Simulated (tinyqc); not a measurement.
Inside a calculation. Method: Pariser-Parr-Pople SCF with singles CI, for the molecule c1ccc2[nH]ccc2c1 (SMILES; centres numbered as the heavy atoms are written). One step of it, computed by the program tinyqc.

Task: PPP integrals. Mataga-Nishimoto: gamma = 14.399645/(R + a), a = 2 x 14.399645/(gamma_rr + gamma_ss); H_rr = -W_r - sum_(s != r) z_s gamma_rs; H_rs = beta for bonds.

Centres (angstrom, eV; a flat drawing with bonds scaled to 1.40 angstrom):
```
centre          x          y  core charge z          W   gamma_rr
1C       2.152000  -0.700000              1   9.960000  12.730000
2C       2.152000   0.700000              1   9.960000  12.730000
3C       0.939000   1.400000              1   9.960000  12.730000
4C      -0.273000   0.700000              1   9.960000  12.730000
5N      -1.605000   1.133000              2  27.550000  16.130000
6C      -2.427000   0.000000              1   9.960000  12.730000
7C      -1.605000  -1.133000              1   9.960000  12.730000
8C      -0.273000  -0.700000              1   9.960000  12.730000
9C       0.939000  -1.400000              1   9.960000  12.730000
```

Resonance integrals (eV):
```
i  j       beta
1  2  -2.390000
2  3  -2.390000
3  4  -2.390000
4  5  -2.370000
5  6  -2.370000
6  7  -2.390000
7  8  -2.390000
8  9  -2.390000
9  1  -2.390000
8  4  -2.390000
```

Give: repulsion gamma_rs; core matrix H.

Result:

repulsion gamma_rs (eV), lower triangle:
```
        1C      2C      3C      4C      5N      6C      7C      8C
1C  12.730
2C   5.689  12.730
3C   4.049   5.688  12.730
4C   3.663   4.049   5.690  12.730
5N   2.781   3.013   4.050   6.004  16.130
6C   2.498   2.498   3.015   4.240   6.006  12.730
7C   2.931   2.711   3.050   4.239   4.412   5.689  12.730
8C   4.049   3.663   4.050   5.689   4.412   4.240   5.688  12.730
9C   5.688   4.049   3.663   4.050   3.139   3.015   3.903   5.690

        9C
9C  12.730
```

core matrix H (eV), lower triangle:
```
         1C       2C       3C       4C       5N       6C       7C       8C
1C  -44.089
2C   -2.390  -44.333
3C    0.000   -2.390  -47.263
4C    0.000    0.000   -2.390  -53.587
5N    0.000    0.000    0.000   -2.370  -61.365
6C    0.000    0.000    0.000    0.000   -2.370  -47.167
7C    0.000    0.000    0.000    0.000    0.000   -2.390  -46.995
8C    0.000    0.000    0.000   -2.390    0.000    0.000   -2.390  -51.852
9C   -2.390    0.000    0.000    0.000    0.000    0.000    0.000   -2.390

         9C
9C  -46.294
```
